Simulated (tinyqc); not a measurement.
# MOS capacitor on a p-type substrate, surface potential from the exact charge relation: effect of the insulator thickness on threshold and swing

Uniform p-type substrate, Boltzmann statistics, full ionisation, classical densities. psi is the surface potential against the body (positive when the bands bend down) and u = psi/Vt. Traps are spread evenly over the gap and neutral at flat band, so their charge is -q Dit psi; the minority quasi-Fermi level is shifted by Vb.

ni = sqrt(Nc Nv) exp(-Eg/(2 Vt)), Eg in volts; phiF = Vt ln(N/ni); Cox = eps0 eox/tox; Vfb = phiM - chi - (Eg - Vt ln(Nv/N)) - q Nf/Cox; VT = Vfb + [(2 phiF + Vb)(1 + q Dit/Cox) + sqrt(2 eps0 eps_r q N (2 phiF + Vb))/Cox]. gamma = sqrt(2 eps0 eps_r q N)/Cox; Wm = sqrt(2 eps0 eps_r (2 phiF + Vb)/(q N)); m = 1 + (eps0 eps_r/Wm + q Dit)/Cox; swing m Vt ln 10; Cmin/Cox = 1/(1 + Cox Wm/(eps0 eps_r)).

Parameters, values chosen for the exercise; band and dielectric values close to those of 4H silicon carbide:
- T = 300 K (temperature)
- Eg = 3.29 eV (band gap)
- eps_r = 9.86 (relative permittivity)
- Nc = 1.73e19 cm^-3 (conduction-band density of states at T)
- Nv = 2.54e19 cm^-3 (valence-band density of states at T)
- chi = 3.64 eV (electron affinity)
- N = 1.7e17 cm^-3 (acceptor density of the substrate)
- eox = 3.9 (relative permittivity of the gate insulator (close to silicon dioxide))
- phiM = 3.88 eV (gate work function)
- Nf = -3.9e10 cm^-2 (fixed charge at the interface, in units of q)
- Dit = 5.7e11 cm^-2 eV^-1 (density of interface traps)
- Vb = 0 V (reverse bias of the inversion layer against the body)

Constants: q = 1.602176634e-19 C, kB = 1.380649e-23 J/K, Vt = kB T/q, eps0 = 8.8541878128e-14 F/cm where lengths are in cm. Results are converted to the units shown.

The same in every row: 2 phiF (V) = 3.041; Wm (nm) = 139.6.

Results:

| tox (nm) | Vfb (V) | gamma (V^0.5) | VT (V) | m | swing (mV/decade) | Cmin/Cox |
|---|---|---|---|---|---|---|
| 0.88 | -2.919 | 0.05557 | 0.2898 | 1.039 | 61.86 | 0.01568 |
| 1.3 | -2.918 | 0.08210 | 0.3706 | 1.058 | 62.97 | 0.02300 |
| 2.9 | -2.915 | 0.1831 | 0.6784 | 1.129 | 67.22 | 0.04989 |
| 4.3 | -2.913 | 0.2716 | 0.9477 | 1.192 | 70.93 | 0.07224 |
| 6.3 | -2.909 | 0.3979 | 1.332 | 1.281 | 76.23 | 0.1024 |
| 9.4 | -2.904 | 0.5936 | 1.929 | 1.419 | 84.46 | 0.1455 |
| 14 | -2.895 | 0.8841 | 2.814 | 1.624 | 96.66 | 0.2022 |

Estimate the missing row, tox = 1.9 nm.

Computed row:

| tox (nm) | Vfb (V) | gamma (V^0.5) | VT (V) | m | swing (mV/decade) | Cmin/Cox |
|---|---|---|---|---|---|---|
| 1.9 | -2.917 | 0.1200 | 0.4860 | 1.085 | 64.57 | 0.03326 |

With this row back in the table: As tox goes from 0.88 to 14, VT rises from 0.290 to 2.81 V, the swing rises from 61.9 to 96.7 mV/decade and Cmin/Cox rises from 0.0157 to 0.202. Of the change of VT by 2.52 V, 0.0237 V comes from Vfb and 2.50 V from the band bending and the charge it takes. m - 1 goes as tox^(1.00), that is as 1/Cox.

tinyqc, about 0.01 s, one thread, Intel Xeon 2.30GHz (shared host): `OMP_NUM_THREADS=1 python tinyqc.py 2060051 2060052 out.jsonl`
